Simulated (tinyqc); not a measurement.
Schottky diode by thermionic emission with image-force lowering and series resistance: one step of the calculation.

Metal on an n-type semiconductor with one parabolic valley; V > 0 is forward bias (metal positive). I = I0 [exp(Vj/(n Vt)) - 1] with Vj = V - I Rs; I0 = S A* T^2 exp(-(phi - dphi)/Vt), the lowering dphi taken at zero bias.

Problem. Saturation current. A* = 4 pi q me m0 kB^2/h^3 (times 1e-4 for A/(cm^2 K^2)); Nc = 2 (2 pi me m0 kB T/h^2)^1.5 (times 1e-6 for cm^-3); xi = Vt ln(Nc/Nd), Vbi = phi - xi; surface field Em = sqrt(2 q Nd (Vbi - V - Vt)/(eps0 eps_r)); dphi = sqrt(q Em/(4 pi eps0 eps_r)). Here V = 0 in Em.

Values chosen for this exercise; band and dielectric values close to those of gallium arsenide:

| symbol | value | unit | meaning |
|---|---|---|---|
| T | 300 | K | temperature |
| me | 0.0661 | m0 | electron mass |
| eps_r | 12.7 |  | relative permittivity |
| phi | 0.62 | eV | barrier height seen from the metal |
| Nd | 1.2e15 | cm^-3 | donor density |
| S | 2.6e-5 | cm^2 | area |

Constants: q = 1.602176634e-19 C, kB = 1.380649e-23 J/K, h = 6.62607015e-34 J s, m0 = 9.1093837015e-31 kg, Vt = kB T/q, eps0 = 8.8541878128e-14 F/cm where lengths are in cm. Results are converted to the units shown.

Find: A*; Nc; Vbi; Em; dphi; I0.

Solution.

A* = 7.943 A/(cm^2 K^2)
Nc = 4.265e17 cm^-3
Vbi = 0.4682 V
Em = 12.30 kV/cm
dphi = 11.81 meV
I0 = 1.127e-9 A

The lowering raises I0 by a factor of 1.58.

Numbers from tinyqc (`OMP_NUM_THREADS=1 python tinyqc.py 2640087 2640088 out.jsonl`; about 0.01 s on one thread of a shared Intel Xeon 2.30GHz).
